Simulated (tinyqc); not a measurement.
Inside a calculation. Model: anisotropic wet etching of Si(100): plane rates, V-grooves, membranes and undercut. Computed by tinyqc, a small Python program that keeps every step. Command: `OMP_NUM_THREADS=1 python tinyqc.py 3009318 3009319 out.jsonl wetetch walk`. One thread of a shared host (Intel(R) Xeon(R) Processor @ 2.30GHz), about 0.01 s of CPU time with the checks. Intermediate numbers are printed to about 6 digits and carried at full precision; extremes and crossings named in words are read from the listed rows.

A long slot opens the mask on a (100) wafer. The floor etches at R100; (111) walls stand at theta = arctan(sqrt2) = 54.7356 degrees to the surface and recede at R111 along their normal.

Inputs (values chosen for the exercise, close to those used for tetramethylammonium hydroxide solutions):

| quantity | value | unit |
|---|---|---|
| prefactor k0 of the (100) rate | 6.7e+08 | um/min |
| activation energy of (100), E | 0.617 | eV |
| ratio (100)/(111) at 80 C | 23 | - |
| extra energy of (111), dE | 0.084 | eV |
| ratio (100)/oxide at 80 C | 3900 | - |
| extra energy of the oxide, dE_ox | 0.26 | eV |
| corner undercut rate over (100) rate, c | 2.9 | - |
| bath temperature T | 65 | C |
| width w (mask opening along <110>, or membrane width in the design step) | 5.1 | um |
| misalignment of the mask | 0 | degrees |
| etch time t | 35 | min |
| wafer thickness d | 300 | um |
| membrane thickness wanted | 3.5 | um |

Constants: k_B = 8.617333262e-05 eV/K.

## Rates

R100 = k0 exp(-E/(k_B T)); a ratio given at 80 C scales as exp[(extra energy/k_B)(1/T - 1/353.15 K)]; R111 and R_ox follow by division. Temperatures in kelvin are T(C) + 273.15.

R100 = 0.426898 um/min

R111 = 0.0164218 um/min

R_ox = 7.49321e-05 um/min

anisotropy R100/R111 = 25.9958

## Shape after the time t

A misaligned edge exposes ledges and adds R100 sin(misalignment) to the lateral rate (a simple estimate): u = R111/sin(theta) + R100 sin(misalignment). Top width W = w + 2 u t; floor width b = W - 2 z/tan(theta) = W - sqrt2 z. The floor lasts until b = 0, at t_V = w/(sqrt2 R100 - 2u); depth z = R100 t before t_V and W/sqrt2 after.

lateral rate u = 0.0201125 um/min

time t_V to close the V = 9.05058 min

top width W = 6.50787 um

depth z = 4.60176 um

floor width b = 0 um

The groove has closed to a V and now deepens at sqrt2 u = 0.0284 um/min, 6.7 % of R100.

## Designing a membrane from the back side

Etch depth d - membrane, time = depth/R100; for a membrane as wide as w the opening must be w + sqrt2 depth - 2 u time; oxide mask consumed R_ox x time; a 1 K error changes the depth by the fraction E/(k_B T^2); a convex mask corner, such as that of a mesa, would retreat by c x depth.

time to reach the membrane = 694.546 min

opening needed = 396.476 um

oxide consumed = 52.0437 nm

depth error per kelvin = 18.5660 um

retreat of a convex corner = 859.85 um

The error per kelvin is 530 % of the membrane, so a timed etch cannot hold it and an etch stop is needed. A corner retreat larger than the depth shows why mesas need compensation structures. Caution: the remaining silicon is too narrow for its thickness to act as a membrane. Caution: rates also depend on concentration, doping, additives and stirring, all held fixed here.

## Speed against selectivity over temperature

Each row etches to the depth d - membrane; undercut per side = (R111/sin(theta) + R100 sin(misalignment)) x time.

Etching to a fixed depth:

| T (C) | R100 (um/min) | R100/R111 | time (h) | undercut (um) | oxide consumed (nm) |
|---|---|---|---|---|---|
| 30 | 0.03704 | 36.2614 | 133.426 | 10.0144 | 18.577 |
| 40 | 0.07874 | 32.7228 | 62.760 | 11.0974 | 25.528 |
| 50 | 0.15976 | 29.7177 | 30.931 | 12.2195 | 34.395 |
| 60 | 0.31068 | 27.1452 | 15.906 | 13.3776 | 45.521 |
| 70 | 0.58118 | 24.9265 | 8.503 | 14.5683 | 59.269 |
| 80 | 1.04933 | 23.0000 | 4.709 | 15.7886 | 76.026 |
| 90 | 1.83391 | 21.3166 | 2.695 | 17.0354 | 96.191 |
| 100 | 3.11064 | 19.8371 | 1.589 | 18.3060 | 120.180 |

From 30 to 100 C the time falls by a factor 84.0, while the oxide loss grows by 6.47 and the undercut by 1.83: the slower planes and the mask have the higher activation energies, so heat costs selectivity.

Checks made by the program: depth against time integration (relative difference below 1e-10).
